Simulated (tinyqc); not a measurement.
Inside a calculation. Model: Frenkel-Kontorova chain: a misfit dislocation (kink) in a monolayer on a periodic substrate. Computed by tinyqc, a small Python program that keeps every step. Command: `OMP_NUM_THREADS=1 python tinyqc.py 3023961 3023962 out.jsonl fkchain walk`. One thread of a shared host (Intel(R) Xeon(R) Processor @ 2.30GHz), about 0.02 s of CPU time with the checks. Intermediate numbers are printed to about 5 digits and carried at full precision; extremes and crossings named in words are read from the listed rows.

E = sum_j [(k/2)(x_(j+1) - x_j - b)^2 + (W/2)(1 - cos(2 pi x_j/a))], x_j = a (j + u_j). A kink takes u from 0 to 1: the chain is stretched by one period and has one atom fewer than wells.

Inputs (values chosen for the exercise, for a model overlayer): spring constant k = 3.38 eV/angstrom^2; substrate period a = 3.19 angstrom; corrugation W = 1.2 eV; misfit f = (b - a)/a = 0.29; atoms on each side n = 9; atomic mass M = 69.7 u.

Relaxation: Newton steps.

Constants: nu for 1 eV/(angstrom^2 u) = 15.6333042 THz.

## Continuum limit

l0 = sqrt(k a^2/(2 W)); kink u(j) = (2/pi) arctan exp(pi j/l0); kink energy at f = 0: E0 = (4/pi) W l0; with misfit E0 - k a^2 f; kinks become favourable at f_c = 2/(pi l0), and a coherent chain with free ends loses stability at f_m = 1/l0. Lowest vibration of the flat chain: nu0 = 15.6333042 THz x sqrt(2 pi^2 W/(a^2 M)).

kink width l0 = 3.7857

kink energy E0 = 5.7841 eV

kink energy with misfit = -4.1905 eV

critical misfit f_c = 0.16817

limit f_m = 0.26415

gap frequency nu0 = 2.8569 THz

f > f_m: kinks enter without a barrier. Caution: a corrugation above 1 eV is larger than real overlayers usually show; it is chosen to keep the kink narrow.

## Start between two atoms

Discrete chain at f = 0, ends held at u = 0 and 1: E = (k a^2/2) sum (u_(j+1) - u_j)^2 + (W/2) sum (1 - cos 2 pi u_j), gradient g_j = k a^2 (2 u_j - u_(j-1) - u_(j+1)) + pi W sin(2 pi u_j), Hessian 2 k a^2 + 2 pi^2 W cos(2 pi u_j) on the diagonal and -k a^2 beside it. Free atoms j = -n..n-1 start from the continuum shape centred half-way, at j + 1/2.

u at the start: [0.00055, 0.00126, 0.00289, 0.00663, 0.01520, 0.03484, 0.07954, 0.17852, 0.37156, 0.62844, 0.82148, 0.92046, 0.96516, 0.98480, 0.99337, 0.99711, 0.99874, 0.99945]

E at the start = 5.7298 eV

gradient (eV): [0.00749, -0.00175, -0.00402, -0.00919, -0.02076, -0.04387, -0.05984, 0.16047, 0.52688, -0.52688, -0.16047, 0.05984, 0.04387, 0.02076, 0.00919, 0.00402, 0.00175, -0.00749]

## Relaxation

Start as above (continuum shape at j + 1/2, j = -n..n-1, l0 = sqrt(k a^2/(2 W))). u(new) = u - H^-1 g; stop when the largest gradient is below 1e-9 eV.

Course:
```
step  E (eV)  largest gradient (eV)
1     5.7298             5.2688e-01
2     5.7243             4.1493e-03
3     5.7243             5.5492e-07
4     5.7243                      0
```

relaxed u: [0.00049, 0.00132, 0.00305, 0.00689, 0.01548, 0.03470, 0.07764, 0.17194, 0.36293, 0.63707, 0.82806, 0.92236, 0.96530, 0.98452, 0.99311, 0.99695, 0.99868, 0.99951]

energy, centre between atoms = 5.7243 eV

last gradient = 0 eV

Converged; the discrete energy is 0.9897 of the continuum value, which puts the discrete f_c = E/(k a^2) at 0.1664.

## Peierls barrier

Repeat by Newton steps with an atom at the centre (j = -n..n, u_0 = 1/2). Barrier = difference of the two energies; the lowest Hessian eigenvalue tells minimum from saddle.

energy, centre on an atom = 5.7273 eV

Peierls barrier = 3.0902 meV

lowest eigenvalue, between atoms = 0.35302 eV

lowest eigenvalue, on an atom = -0.34939 eV

The atom-centred kink, with an atom on top of the corrugation, is a saddle and the other a minimum. The barrier is 0.26 % of W, what one atom alone would climb.

## Kink density above f_c

Frank and van der Merwe: the modulus q solves f = 2 E(q)/(pi l0 q), and the kinks per atom are pi/(2 l0 q K(q)), with the complete elliptic integrals K and E; strain left = f - density (for f above f_c = 2/(pi l0)).

Continuum ground state:
```
f             q  kinks per atom  strain left
0.1690  0.99901         0.09231     0.076694
0.1715  0.99533         0.11175     0.059752
0.1766  0.98664         0.13078     0.045817
0.1850  0.97070         0.15056     0.034442
0.2018  0.93621         0.17877     0.023032
0.2354  0.86554         0.22246     0.012945
0.2859  0.76730         0.27909     0.006809
0.3700  0.63526         0.36695     0.003051
```

0.50 % above f_c the density is already 0.55 of f: kinks repel only exponentially, so they flood in, as 1/|ln(f - f_c)|. At 2.2 f_c they take up 99.2 % of the misfit and the layer floats nearly free.

Checks made by the program: energy against a quasi-Newton minimiser (relative difference below 1e-10).
